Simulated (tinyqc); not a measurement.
# Thin film between two gates, subbands and threshold shift from confinement: two studies

Undoped body with a flat potential across it, hard walls, transport along x. One isotropic valley (g = 1, mx = my = mz = me). Non-parabolicity enters the subband edges through E (1 + al E) = gamma, so E = 2 gamma/(1 + sqrt(1 + 4 al gamma)); motion within a subband is taken as parabolic with the band-edge mass. Energies are counted from the bulk band edge.

Values chosen for this exercise; masses close to those of In0.53Ga0.47As: temperature T = 77 K; mass at the band edge me = 0.0411 m0; non-parabolicity al = 1.1 1/eV; film thickness (along z) t = 10.3 nm; widening of the box by penetration into the insulator dl = 0 nm; gate capacitance per area of interface Cg = 3.2 uF/cm^2.

Constants: q = 1.602176634e-19 C, kB = 1.380649e-23 J/K, hbar = 1.054571817e-34 J s, m0 = 9.1093837015e-31 kg, Vt = kB T/q, hbar^2/(2 m0) = 0.0380998212 eV nm^2. Results are converted to the units shown.

Each table varies one quantity; the others keep the values above.

## Confinement against the film thickness

gamma = C (pi k/(t + dl))^2/mz, C = hbar^2/(2 m0). Each subband has N_k = g sqrt(mx my) m0 kB T/(pi hbar^2); without degeneracy n = exp(EF/Vt) sum N_k exp(-E_k/Vt). Classical value Nc times t, Nc = sum over valleys of 2 g (m m0 kB T/(2 pi hbar^2))^1.5 with m = (mx my mz)^(1/3). Threshold shift dVT = Vt ln(classical value/sum N_k exp(-E_k/Vt)). With degeneracy n = sum N_k F((EF - E_k)/Vt), F(x) = ln(1 + exp(x)); gate: Vg = EF + q n/(Cg P), P = 2 (both faces), summed over the 60 lowest subbands at most, with Vg counted from the value that would put EF at the bulk band edge of an empty body. The last two columns are for Vg = 0.7 V; sensitivity d(dVT)/dt by central differences between 0.99 and 1.01 times the value.

Confinement against the film thickness:

| t (nm) | E_1 (meV) | gap to the next edge (meV) | dVT (mV) | sensitivity (mV/nm) | n/P (cm^-2) | share of the lowest subband (%) |
|---|---|---|---|---|---|---|
| 3 | 608.8 | 912.3 | 591.3 | -287.5 | 5.474e11 | 100.0 |
| 3.8 | 430.1 | 699.8 | 414.2 | -169.6 | 1.620e12 | 100.0 |
| 4.8 | 298.9 | 531.4 | 284.5 | -98.46 | 2.408e12 | 100.0 |
| 6.1 | 201.3 | 393.3 | 188.5 | -54.79 | 2.994e12 | 100.0 |
| 7.7 | 134.4 | 287.2 | 123.2 | -30.08 | 3.896e12 | 81.65 |
| 9.8 | 86.95 | 202.2 | 77.31 | -15.65 | 4.727e12 | 68.36 |
| 12 | 59.63 | 147.4 | 51.33 | -8.810 | 5.383e12 | 59.14 |
| 16 | 34.43 | 91.17 | 28.05 | -3.739 | 6.332e12 | 47.25 |
| 20 | 22.32 | 61.45 | 17.42 | -1.849 | 7.075e12 | 39.24 |

As t grows from 3 to 20 nm, E_1 falls from 609 to 22.3 meV and dVT falls from 591 to 17.4 mV. E_1 goes as t^(-1.47) at the thin end (-2 for a parabolic band without penetration); a thickness error of 0.2 nm moves the threshold by 58 mV in the first row and 0.37 mV in the last. The charge per interface area rises from 5.47e11 to 7.08e12 cm^-2. For t = 6.1, 7.7, 9.8, 12, 16, 20 the charge in the last two columns would bend the potential across the body noticeably, which is left out.

## Charge and subband filling against gate voltage

Same model as above.

Each subband has N_k = g sqrt(mx my) m0 kB T/(pi hbar^2). Cq = q dn/dEF.

Charge and subband filling against gate voltage:

| Vg (V) | EF - E_1 (eV) | n (cm^-2) | n/P (cm^-2) | share of the lowest subband (%) | Cq/(Cg P) | total C/(Cg P) |
|---|---|---|---|---|---|---|
| -0.07 | -0.1493 | 19.21 | 9.603 | 100.0 | 7.246e-11 | 7.246e-11 |
| 0.05 | -0.02935 | 1.358e9 | 6.789e8 | 100.0 | 0.005092 | 0.005066 |
| 0.18 | 0.07042 | 1.209e12 | 6.045e11 | 100.0 | 0.4298 | 0.3006 |
| 0.3 | 0.1543 | 2.650e12 | 1.325e12 | 99.97 | 0.4327 | 0.3020 |
| 0.43 | 0.2319 | 4.745e12 | 2.373e12 | 83.90 | 0.8591 | 0.4621 |
| 0.55 | 0.2964 | 6.961e12 | 3.481e12 | 73.11 | 0.8596 | 0.4623 |
| 0.68 | 0.3663 | 9.361e12 | 4.681e12 | 67.18 | 0.8597 | 0.4623 |
| 0.8 | 0.4287 | 1.166e13 | 5.832e12 | 63.11 | 1.184 | 0.5421 |
| 0.93 | 0.4858 | 1.457e13 | 7.287e12 | 57.23 | 1.289 | 0.5632 |

EF passes E_1 = 0.0793 eV at Vg = 0.0813 V. The share of the lowest subband falls from 100 to 57.2 % and the total capacitance rises from 7.25e-11 to 0.563 of Cg P. In the last row 44 % of an added gate voltage goes into raising EF (from the last two rows). For Vg = 0.3, 0.43, 0.55, 0.68, 0.8, 0.93 the charge would bend the potential across the body noticeably, which is left out.

Range of the model: Non-parabolicity also makes carriers heavier within each subband, which is left out, so densities of states are understated at high energy.

tinyqc, about 0.02 s, one thread, Intel Xeon 2.30GHz (shared host): `OMP_NUM_THREADS=1 python tinyqc.py 2350021 2350022 out.jsonl`
